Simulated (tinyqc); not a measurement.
Time-dependent dielectric breakdown: cell percolation, Weibull statistics, area scaling and voltage extrapolation: one step, computed by the program tinyqc. Command: `OMP_NUM_THREADS=1 python tinyqc.py 3030305 3030306 out.jsonl tddb walk`. One thread of a shared host (Intel(R) Xeon(R) Processor @ 2.30GHz), about 0.01 s of CPU time with the checks.

The oxide is divided into columns of area a^2, each holding m = t_ox/a cells (m is taken as continuous). A share lambda(t) = (t/t_1)^alpha of the cells is defective, and a column whose cells are all defective breaks down.

Problem. Fitting the sample. W = ln(-ln(1 - F_i)) with the median ranks F_i. Least squares in W: W = beta ln t - beta ln t63. Maximum likelihood: solve sum t^b ln t/sum t^b - 1/b = mean of ln t for b, then t63 = (mean of t^b)^(1/b).

Weibull plot:

| i | t (s) | F_i | ln t | W |
|---|---|---|---|---|
| 1 | 215.369 | 0.0673077 | 5.372351 | -2.663843 |
| 2 | 396.783 | 0.1634615 | 5.983388 | -1.723263 |
| 3 | 1029.039 | 0.2596154 | 6.936380 | -1.202023 |
| 4 | 1238.261 | 0.3557692 | 7.121463 | -0.821667 |
| 5 | 1577.342 | 0.4519231 | 7.363496 | -0.508595 |
| 6 | 1639.750 | 0.5480769 | 7.402299 | -0.230365 |
| 7 | 1998.200 | 0.6442308 | 7.600002 | 0.032925 |
| 8 | 2854.962 | 0.7403846 | 7.956814 | 0.299033 |
| 9 | 2980.647 | 0.8365385 | 7.999896 | 0.593977 |
| 10 | 4633.937 | 0.9326923 | 8.441162 | 0.992689 |

Give: slope by least squares; t63 by least squares; slope by maximum likelihood; t63 by maximum likelihood.

Solution.

slope by least squares = 1.1756

t63 by least squares = 2127.5 s

slope by maximum likelihood = 1.4586

t63 by maximum likelihood = 2046.4 s

Caution: t_1 is an input here; in a real oxide it changes with thickness at fixed voltage.
